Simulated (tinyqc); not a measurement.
Time-domain thermoreflectance: layered heat flow under a modulated pulse train, and what the signal ratio measures. Changing the modulation frequency f. Computed by tinyqc, a small Python program. Command: `OMP_NUM_THREADS=1 python tinyqc.py 3111579 3111580 out.jsonl tdtr sweep`. One thread of a shared host (Intel(R) Xeon(R) Processor @ 2.30GHz), about 0.1 s of CPU time with the checks.

Pulses repeat at 80 MHz; heat is laid down at the surface, all layers are isotropic.

Inputs (values chosen for the exercise, modelled on aluminium on sapphire):

| quantity | value | unit |
|---|---|---|
| metal thickness d | 120 | nm |
| metal conductivity | 130 | W/(m K) |
| metal heat capacity | 2.42 | MJ/(m^3 K) |
| boundary conductance G under the metal | 110 | MW/(m^2 K) |
| substrate conductivity kappa | 33.9 | W/(m K) |
| substrate heat capacity C | 3.01 | MJ/(m^3 K) |
| spot radius w (1/e^2, pump and probe) | 3.8 | micrometre |
| delay t | 420 | ps |

Stack: metal, substrate.

Method:
- Penetration depth sqrt(kappa/(pi f C)); effusivity sqrt(kappa C); cooling time of the metal d C_m/G; Kapitza length kappa/G.
- For radial wave number k and angular frequency W each layer has u = sqrt(4 pi^2 k^2 + i W C/kappa) and gamma = kappa u. Surface impedance from below: Z = 1/gamma for the substrate; a layer of thickness L maps Z to (Z + tanh(u L)/gamma)/(1 + gamma Z tanh(u L)); a boundary adds 1/G.
- Response per absorbed watt H(W) = 2 pi int_0^(2/w) Z(k, W) exp(-pi^2 k^2 w^2) k dk by 20 Gauss-Legendre points.
- Signal: X + iY = sum_(m = -M..M) H(2 pi (f + m f_r)) exp(i 2 pi m f_r t) exp(-pi (m/M)^2 x 4), f_r = 80 MHz, M = 4000, with H(-W) the complex conjugate of H(W); V_in = X, V_out = Y, ratio = -V_in/V_out.

One run for each value:

| modulation frequency f (MHz) | ratio -V_in/V_out | phase of H(2 pi f) (degrees) | penetration depth (micrometre) |
|---|---|---|---|
| 0.30 | 3.8120 | -21.745 | 3.4569 |
| 0.55 | 3.4324 | -25.412 | 2.5531 |
| 1.00 | 3.2679 | -28.655 | 1.8934 |
| 1.80 | 3.2905 | -31.253 | 1.4113 |
| 6.00 | 3.8182 | -35.469 | 0.7730 |
| 11.00 | 4.3160 | -38.425 | 0.5709 |
| 20.00 | 5.2085 | -43.142 | 0.4234 |

Give the missing row, modulation frequency f (MHz) = 3.30.

Computed row:
```
modulation frequency f (MHz)  ratio -V_in/V_out  phase of H(2 pi f) (degrees)  penetration depth (micrometre)
3.30                                     3.4837                       -33.392                          1.0423
```

Interpolating between the two neighbouring rows (the first column on a logarithmic scale, the others too where they are positive) misses most in ratio -V_in/V_out, by 1.8 %. Over the rows, ratio -V_in/V_out goes from 3.81 through a minimum among these rows, 3.27 at 1.00, to 5.21; phase of H(2 pi f) (degrees) falls from -21.7 to -43.1 (exponent d ln y / d ln x 0.26 between the first rows and 0.19 between the last); penetration depth (micrometre) falls from 3.46 to 0.423 (exponent d ln y / d ln x about -0.50 throughout).

Extremes, crossings and ranges named in words are read from the listed rows.
